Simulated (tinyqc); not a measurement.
Band bending at a free surface with a continuum of surface states, surface photovoltage and Kelvin probe: course of the iteration.

n-type bulk, xi = Ec - EF = Vt ln(Nc/Nd), p0 = ni^2/Nd, ni = sqrt(Nc Nv) exp(-Eg/(2 Vt)), Eg in volts. b is the upward band bending, u = b/Vt. Space charge per area, in units of q: Qc = sign(b) sqrt((2 eps0 eps_r Vt/q) [(Nd + dn)(exp(-u) - 1) + Nd u + (p0 + dn)(exp(u) - 1)]), with dn the excess density under light (flat quasi-Fermi levels; 0 in the dark). The states hold -Ds (E0 - xi - b): negative while the Fermi level lies above the neutrality level. Neutrality: Qc + Qf + (charge of the states) = 0.

Fixed-point step: b(new) = E0 - xi - (Qc(b) + Qf)/Ds.

Stop when b changes by less than 1e-10 V, or after 40 iterations.

Parameters, values chosen for the exercise; band and dielectric values close to those of germanium:
```
symbol    value         unit                                                    meaning
T           350            K                                                temperature
Eg        0.653           eV                                                   band gap
eps_r      16.3                                                   relative permittivity
Nc      1.31e19        cm^-3                     conduction-band density of states at T
Nv      7.64e18        cm^-3                        valence-band density of states at T
Nd       3.1e17        cm^-3                                              donor density
Qf            0        cm^-2                       fixed positive charge at the surface
Ds       2.2e13  cm^-2 eV^-1                                  density of surface states
E0         0.33           eV  depth of their neutrality level below the conduction edge
```

Constants: q = 1.602176634e-19 C, kB = 1.380649e-23 J/K, Vt = kB T/q, eps0 = 8.8541878128e-14 F/cm where lengths are in cm. Results are converted to the units shown.

b at the start = 0.17 V

Course of the iteration:
```
iteration	b (V)	change (V)
1	0.176899	6.90e-3
2	0.175923	9.76e-4
3	0.176060	1.37e-4
4	0.176041	1.92e-5
5	0.176043	2.68e-6
6	0.176043	3.76e-7
7	0.176043	5.28e-8
8	0.176043	7.40e-9
9	0.176043	1.04e-9
10	0.176043	1.45e-10
11	0.176043	2.04e-11
```

Did this iteration meet its convergence test, and what does its course show?

Yes. Converged in 11 iterations. The step multiplies the error by -(dQc/db)/Ds = -0.14.

Computed by the program tinyqc: `OMP_NUM_THREADS=1 python tinyqc.py 2430126 2430127 out.jsonl`, one thread of a shared Intel Xeon 2.30GHz, about 0.01 s for the whole run.
